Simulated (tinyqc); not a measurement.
Changing the stress sigma (tension positive): Raman shift of the zone-centre optical phonon of a diamond-structure crystal under stress. Computed by tinyqc, a small Python program. Command: `OMP_NUM_THREADS=1 python tinyqc.py 3003642 3003643 out.jsonl ramanstress sweep`. One thread of a shared host (Intel(R) Xeon(R) Processor @ 2.30GHz), about 0.01 s of CPU time with the checks.

Axes x, y, z are the cube axes. Strain shifts the threefold optical mode and can split it; p, q and r are the phonon deformation potentials.

Inputs (values chosen for the exercise, modelled on silicon):

| quantity | value | unit |
|---|---|---|
| unstrained frequency omega_0 | 521.5 | 1/cm |
| p/omega_0^2 | -1.93 | - |
| q/omega_0^2 | -2.21 | - |
| r/omega_0^2 | -0.738 | - |
| C11 | 167.2 | GPa |
| C12 | 64.25 | GPa |
| C44 | 80.2 | GPa |
| polarisation angle phi | 45 | degree |
| temperature coefficient d omega/dT | -0.021 | 1/(cm K) |
| local temperature T | 520 | K |
| laser wavelength | 457.9 | nm |

Stress state: hydrostatic. Axis: none.

Constants: h = 6.62607015e-34 J s; c = 299792458 m/s; k_B = 1.380649e-23 J/K.

Method:
- S11 = (C11 + C12)/D, S12 = -C12/D, D = (C11 - C12)(C11 + 2 C12), S44 = 1/C44.
- Hydrostatic stress: sigma_ij = sigma delta_ij.
- eps_xx = S11 sigma_xx + S12 (sigma_yy + sigma_zz), and cyclic; eps_xy = S44 sigma_xy/2 (tensor strain).
- Secular matrix: M_xx = p eps_xx + q (eps_yy + eps_zz), M_xy = 2 r eps_xy; its eigenvalues are omega^2 - omega_0^2, and the shifts are these over 2 omega_0.
- gamma = -(p + 2q)/(6 omega_0^2); the mean of the three shifts is -gamma omega_0 x (volume strain).
- Backscattering from a (001) surface: incident polarisation (cos phi, sin phi, 0). With Raman tensors (R_z)_xy = (R_z)_yx = 1 and cyclic, only the z component u_z of a mode counts: I = u_z^2 sin^2(2 phi) for parallel and u_z^2 cos^2(2 phi) for crossed polarisers. An unresolved line sits at the intensity-weighted shift, which is M_zz/(2 omega_0).
- A temperature above 300 K shifts the line by (d omega/dT)(T - 300 K); divided by the shift per stress it poses as a stress; the total shift adds it to the shift of the observed line. The anti-Stokes to Stokes ratio is [(omega_L + omega_0)/(omega_L - omega_0)]^3 exp(-h c omega_0/(k_B T)) in photon counts, omega_L = 1/wavelength, resonance effects left out.

One run for each value:

| stress sigma (tension positive) (GPa) | shift of the observed line (1/cm) | mean shift (1/cm) | volume strain (per mille) | total shift (1/cm) |
|---|---|---|---|---|
| -2.40 | 13.439 | 13.439 | -24.349 | 8.819 |
| -1.70 | 9.519 | 9.519 | -17.247 | 4.899 |
| -1.00 | 5.599 | 5.599 | -10.145 | 0.979 |
| -0.34 | 1.904 | 1.904 | -3.449 | -2.716 |
| 0.34 | -1.904 | -1.904 | 3.449 | -6.524 |
| 1.00 | -5.599 | -5.599 | 10.145 | -10.219 |
| 1.70 | -9.519 | -9.519 | 17.247 | -14.139 |
| 2.40 | -13.439 | -13.439 | 24.349 | -18.059 |

Over the rows, shift of the observed line (1/cm) falls from 13.4 to -13.4; mean shift (1/cm) falls from 13.4 to -13.4; volume strain (per mille) rises from -24.3 to 24.3. All stress shifts are linear and odd in sigma; the total is offset by the thermal shift, -4.62 per cm, and passes zero between sigma = -1.0 and -0.34 GPa, where stress and heating cancel.

Caution (all rows): this stress has components normal to the (001) face, so it cannot reach a free (001) surface; it can act on buried material.

Extremes, crossings and ranges named in words are read from the listed rows.
